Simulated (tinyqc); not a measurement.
Worked calculation: density of states of one tight-binding band on the simple cubic lattice. Values are carried at full precision from step to step, so a last printed digit may differ when a step is redone from the rounded ones.

E(k) = -2 t (c1 + c2 + c3) - 4 t2 (c1 c2 + c2 c3 + c3 c1) with ci = cos(2 pi ki); k in fractions of the reciprocal vectors, mesh k_i = j/N with j = 0 .. N-1. Densities are per cell and per spin, so the band holds one state.

Parameters, chosen for this exercise:
```
symbol  value   unit  meaning
t       1.29    eV    nearest hopping
t2      -0.12   eV    second hopping
N       4             mesh points along each axis
bins    6             bins of the histogram
E_lo    -6.413  eV    lower end of the histogram
E_hi    9.217   eV    upper end
E       -4.25   eV    energy at which the density is wanted
sigma   0.387   eV    Gaussian width
```

## Energies on the mesh

Evaluate the band at all 64 points and collect equal values.

Distinct energies:
```
E_k (eV)  points
-6.3000        1
-4.6800        6
-3.0600        3
-2.5800       12
-0.4800       12
0.0000         8
2.1000         3
2.5800        12
5.6400         6
9.1800         1
```

The 64 points give 10 distinct energies between -6.3000 and 9.1800 eV; a dense mesh gives a band from -6.300 to 9.180 eV.

## Histogram

Count the points in equal bins from E_lo to E_hi; g = count/(all points x bin width).

Histogram:
```
from (eV)  to (eV)  points  g (1/eV)
-6.4130    -3.8080       7    0.0420
-3.8080    -1.2030      15    0.0900
-1.2030     1.4020      20    0.1200
1.4020      4.0070      15    0.0900
4.0070      6.6120       6    0.0360
6.6120      9.2170       1    0.0060
```

Empty bins: 0 of 6; the fullest holds 20 points.

## Gaussian broadening at one energy

Gaussian broadening: g(E) = mean over the mesh of exp(-(E - E_k)^2/(2 sigma^2))/(sigma sqrt(2 pi)), n(E) = mean of erfc((E_k - E)/(sigma sqrt 2))/2.

Sum over the distinct energies with their counts.

n(E) = 0.0969
g(E) = 0.0526 1/eV

## One tetrahedron of the mesh

For corner energies e1 <= e2 <= e3 <= e4 and eij = ei - ej, the share of the tetrahedron below E is n = (E - e1)^3/(e21 e31 e41) for e1 < E < e2; n = [e21^2 + 3 e21 x + 3 x^2 - (e31 + e42) x^3/(e32 e42)]/(e31 e41) with x = E - e2 for e2 < E < e3; n = 1 - (e4 - E)^3/(e41 e42 e43) for e3 < E < e4; its density of states is g = dn/dE.

corner energies, sorted (eV): -6.3000  -4.6800  -2.5800  0.0000

Find its share below E and its density of states at E.

n = 0.2219
g = 0.2972 1/eV

E lies between corners 2 and 3.

## Sum over all linear tetrahedra

Each cube of the mesh, corners numbered 0 to 7 as the binary number (i j l), is cut into six tetrahedra around the diagonal 0-7: 0137, 0157, 0237, 0267, 0457, 0467. For corner energies e1 <= e2 <= e3 <= e4 and eij = ei - ej, the share of the tetrahedron below E is n = (E - e1)^3/(e21 e31 e41) for e1 < E < e2; n = [e21^2 + 3 e21 x + 3 x^2 - (e31 + e42) x^3/(e32 e42)]/(e31 e41) with x = E - e2 for e2 < E < e3; n = 1 - (e4 - E)^3/(e41 e42 e43) for e3 < E < e4; its density of states is g = dn/dE.

Average n and g over all pieces of the mesh. The reference uses the same method with N = 36.

n(E) = 0.0334
g(E) = 0.0447 1/eV
reference n(E) = 0.076
reference g(E) = 0.062 1/eV

On this mesh the linear method errs by -0.017 1/eV in g and -0.042 in n; the Gaussian sum erred by -0.009 and +0.021.

## Checks

- States below the top of the band by the linear method against one: both 1.000000.

Computed by tinyqc, a small Python program: `OMP_NUM_THREADS=1 python tinyqc.py 1682545 1682546 out.jsonl` (the numbers bound the seed that draws the inputs); one thread of a shared host (Intel(R) Xeon(R) Processor @ 2.30GHz), about 0.2 s for the whole set of steps.
